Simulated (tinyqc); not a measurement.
Inside a calculation: virtual-crystal alloy in the empirical-pseudopotential method. Values are carried at full precision from step to step, so a last printed digit may differ when a step is redone from the rounded ones.

Virtual crystal A(1-x)B(x): a = (1 - x) a_A + x a_B. Rule linear: V = (1 - x) V_A + x V_B. Rule volume: V = [(1 - x) a_A^3 V_A + x a_B^3 V_B]/a^3, since a form factor is an atomic potential divided by the cell volume.

Constants: hbar^2/2m0 = 3.80998211 eV angstrom^2; Ry = 13.60569312 eV.

Inputs chosen for the exercise (classic local form factors of the size used for GaAs (A) and GaP (B), which place X and L only to a few tenths of an eV; the results hold for these values, not for the real material): a = (5.639, 5.443) angstrom (lattice constants of A, B); VSA = (-0.232, 0.01, 0.061) Ry (symmetric form factors of A); VAA = (0.069, 0.05, 0.009) Ry (antisymmetric form factors of A); VSB = (-0.219, 0.029, 0.07) Ry (symmetric form factors of B); VAB = (0.122, 0.069, 0.02) Ry (antisymmetric form factors of B); rule = volume (mixing rule); x = 0.7 (fraction of B).

## The virtual crystal

Form a, the two weights and the form factors.

a = 5.5018 angstrom

weights of A and B: 0.32301  0.67780

VS at 3, 8, 11 (Ry): -0.22338  0.02289  0.06715

VA at 3, 4, 11 (Ry): 0.10498  0.06292  0.01646

## The six lowest plane waves at X

Empirical pseudopotential on the fcc lattice, atoms at +/- tau, tau = a (1,1,1)/8, no spin-orbit coupling. H(G,G') = c (2 pi/a)^2 |k + G|^2 delta + VS(q) cos(q.tau) + i VA(q) sin(q.tau), q = G - G', c = hbar^2/2m0; k and G in units of 2 pi/a; VS at |q|^2 = 3, 8, 11 and VA at 3, 4, 11, in rydberg, zero elsewhere. At each k the basis holds all G with |k + G|^2 up to 16; energies are counted from the fourth level at Gamma.

k = (1,0,0) with the small basis G = (0,0,0), (-2,0,0), (-1,1,1), (-1,-1,-1), (-1,1,-1), (-1,-1,1) in place of the full one.

H in this small basis (eV), lower triangle (Hermitian):
```
                  000           -200   -1+1+1  -1-1-1  -1+1-1  -1-1+1
000             4.969
-200          -0.856i          4.969
-1+1+1  -2.149+1.010i   2.149+1.010i    9.938
-1-1-1   2.149-1.010i  -2.149-1.010i   -0.311   9.938
-1+1-1  -2.149-1.010i  -2.149+1.010i  -0.856i  0.856i   9.938
-1-1+1  -2.149-1.010i  -2.149+1.010i  -0.856i  0.856i   0.311   9.938
```

## Levels in the small basis

Diagonalise; the gap between the fourth and fifth level is a first estimate of the direct gap at X.

levels (absolute scale of H) (eV): -0.369  5.072  9.627  9.627  12.715  13.019

gap = 3.088 eV

The full basis gives 4.373 eV for this gap.

## The lowest conduction band along Gamma-X and at L

Full basis at each k.

Levels (eV):
```
k           band 3  band 4  band 5  band 6
L           -0.920  -0.920   2.278   5.273
(0.00,0,0)   0.000   0.000   2.299   4.930
(0.20,0,0)  -0.359  -0.359   3.444   4.413
(0.40,0,0)  -1.076  -1.076   3.342   4.728
(0.60,0,0)  -1.756  -1.756   2.560   3.728
(0.70,0,0)  -2.006  -2.006   2.293   3.168
(0.80,0,0)  -2.188  -2.188   2.127   2.728
(0.85,0,0)  -2.251  -2.251   2.078   2.563
(0.90,0,0)  -2.298  -2.298   2.050   2.433
(1.00,0,0)  -2.335  -2.335   2.038   2.318
```

On these points band 5 is lowest at (1.00,0,0), 2.038 eV above the valence top: in this model the gap is indirect, by a margin of 261 meV.

## Checks

- Fifth band at (0.85,0,0) against the equivalent point (0,0,-0.85), on the absolute scale of H (eV): both 11.2208.

Computed by tinyqc, a small Python program: `OMP_NUM_THREADS=1 python tinyqc.py 1081348 1081349 out.jsonl` (the numbers bound the seed that draws the inputs); one thread of a shared host (Intel(R) Xeon(R) Processor @ 2.30GHz), about 0.2 s for the whole set of steps.
